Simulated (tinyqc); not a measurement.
MOSFET in the linear regime without short-channel effects, parameter extraction from computed curves: one step of the calculation.

Inversion charge Q = Cox n Vt W0(exp((Vg - VT)/(n Vt))), W0 the Lambert function and n = nf; u = Q/Cox; mobility mu = mu0/(1 + th1 u + th2 u^2); channel resistance Rch = (L - dL)/(W mu Q); Id = Vd/(Rch + Rsd/W). Cox = eps0 eox/tox. Small Vd, no channel-length or drain effects.

Question. Transfer curve. u, mu, Rch and Id as defined.

Parameters, values chosen for the exercise; channel values of the order met in silicon transistors: temperature T = 300 K; relative permittivity of the gate insulator (close to silicon dioxide) eox = 3.9; insulator thickness tox = 1.9 nm; low-field mobility mu0 = 110 cm^2/(V s); first mobility attenuation factor th1 = 0.27 1/V; second mobility attenuation factor th2 = 0 1/V^2; threshold voltage VT = 0.37 V; body factor nf = 1.24; gate width W = 1 um; drawn gate length L = 0.055 um; drawn less effective length dL = 0.019 um; source plus drain resistance Rsd = 150 ohm um; drain voltage Vd = 0.02 V.

Constants: q = 1.602176634e-19 C, kB = 1.380649e-23 J/K, Vt = kB T/q, eps0 = 8.8541878128e-14 F/cm where lengths are in cm. Results are converted to the units shown.

Vg, point 0 to 9 (V): 0.21  0.29  0.37  0.45  0.53  0.61  0.69  0.77  0.85  0.93

Give: u; mu; Rch; Id.

Answer.

```
point	u (V)	mu (cm^2/(V s))	Rch (ohm)	Id (uA)
0	2.1644e-4	109.99	8.3203e5	0.024033
1	0.0024486	109.93	73590	0.27122
2	0.018181	109.46	9953.3	1.9795
3	0.059938	108.25	3052.9	6.2443
4	0.11818	106.60	1572.4	11.612
5	0.18399	104.79	1027.4	16.987
6	0.25369	102.95	758.44	22.016
7	0.32568	101.11	601.54	26.612
8	0.39916	99.298	499.75	30.781
9	0.47367	97.527	428.79	34.555
```

Numbers from tinyqc (`OMP_NUM_THREADS=1 python tinyqc.py 2210139 2210140 out.jsonl`; about 0.01 s on one thread of a shared Intel Xeon 2.30GHz).
